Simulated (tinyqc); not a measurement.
Interface traps from C-V curves, high-low and Terman methods: one step of the calculation.

MOS capacitor on an n-type substrate; psi is the band bending, negative in depletion; only majority carriers are counted. At the bending psi the Fermi level lies y = xi - psi below the conduction edge at the surface, xi = Vt ln(Nc/Nd). Dit(y) = D0 + D1 exp(-y/E1); traps fill up to the Fermi level, follow the bias and a slow signal, and do not follow a fast one. V is the gate voltage from flat band.

Problem. High-low extraction. q Dit = (1/C_LF - 1/Cox)^(-1) - (1/C_HF - 1/Cox)^(-1) at each point.

Constants: q = 1.602176634e-19 C. Results are converted to the units shown.

```
point  C_HF (nF/cm^2)  C_LF (nF/cm^2)
0           107.35979       122.30692
1           116.65321       132.83799
2           128.96009       147.64390
3           146.39649       169.98581
4           173.96013       206.84707
5           226.57036       275.81683
6           358.08863       429.54665
```

Cox = 1817.4386 nF/cm^2

Wanted: Dit by high-low.

Solution.

Dit by high-low, point 0 to 6 (cm^-2 eV^-1): 1.0630e11  1.1646e11  1.3662e11  1.7665e11  2.5614e11  4.1397e11  7.2735e11

Program tinyqc, `OMP_NUM_THREADS=1 python tinyqc.py 2030152 2030153 out.jsonl`; Intel Xeon 2.30GHz, shared host, one thread, about 0.01 s.
